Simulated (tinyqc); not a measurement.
# Memristor with linear dopant drift, Biolek window: effect of the amplitude on the first half period

A film of thickness D has a doped share x: R = Ron x + Roff (1 - x), i = v/R, dx/dt = k i F with k = mv Ron/D^2 and F = 1 - x^(2 p) for i >= 0 and 1 - (x - 1)^(2 p) for i < 0. The drive is v = V0 sin(2 pi f t). The model has no threshold and no heating.

The equation is integrated to convergence over the first half period; the lobe area is the integral of i dv, down branch less up branch.

Values chosen for this exercise:
- Ron = 50 ohm (resistance of the fully doped film)
- Roff = 16000 ohm (resistance of the undoped film)
- D = 8 nm (film thickness)
- mv = 1.4e-14 m^2/(V s) (dopant mobility)
- x0 = 0.44 (doped share at t = 0)
- p = 2 (window exponent)
- f = 1.3 Hz (frequency)

Result of one run:

| x at half period | R0/R(half period) | peak i (uA) | lobe area (uW) |
|---|---|---|---|
| 0.6009 | 1.400 | 65.22 | 3.632 |

Which amplitude V0 gave this result: 0.1, 0.23, 0.3 or 0.5 V?

V0 = 0.5 V.

The whole series:

| V0 (V) | x at half period | R0/R(half period) | peak i (uA) | lobe area (uW) |
|---|---|---|---|---|
| 0.1 | 0.4693 | 1.055 | 11.43 | 0.02036 |
| 0.17 | 0.4906 | 1.099 | 19.82 | 0.1056 |
| 0.23 | 0.5093 | 1.140 | 27.30 | 0.2748 |
| 0.3 | 0.5319 | 1.195 | 36.40 | 0.6474 |
| 0.37 | 0.5553 | 1.257 | 45.97 | 1.294 |
| 0.43 | 0.5759 | 1.318 | 54.59 | 2.152 |
| 0.5 | 0.6009 | 1.400 | 65.22 | 3.632 |

As V0 goes from 0.1 to 0.5 V, x at half period rises from 0.469 to 0.601, the resistance ratio rises from 1.05 to 1.40 and the lobe area rises from 0.0204 to 3.63 uW.

Program tinyqc, `OMP_NUM_THREADS=1 python tinyqc.py 2880113 2880114 out.jsonl`; Intel Xeon 2.30GHz, shared host, one thread, about 0.3 s.
